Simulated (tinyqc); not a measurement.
Charge control and current of a heterostructure field-effect transistor: one step, computed by the program tinyqc.

Two subbands in a triangular well; E_F is counted from the conduction band edge of the channel at the interface.

Question. Threshold and barrier capacitance. Threshold V_T = phi_B - dE_c - sigma d/(eps eps_0) (in volts); C_b = eps eps_0/d.

Inputs (values chosen for the exercise, modelled on AlGaN/GaN):

| quantity | value | unit |
|---|---|---|
| permittivity eps (barrier and channel) | 9.54 | - |
| barrier thickness d | 24 | nm |
| Schottky barrier phi_B | 1.2 | eV |
| conduction band offset dE_c | 0.46 | eV |
| polarisation charge sigma/e | 1.8e+13 | 1/cm^2 |

Charge source: polarisation. Velocity law: two-piece.

Constants: e = 1.602176634e-19 C; eps_0 = 8.8541878128e-12 F/m.

Give: threshold voltage V_T; barrier capacitance C_b.

Answer.

threshold voltage V_T = -7.454 V

barrier capacitance C_b = 0.3520 microfarad/cm^2

The device is normally on.
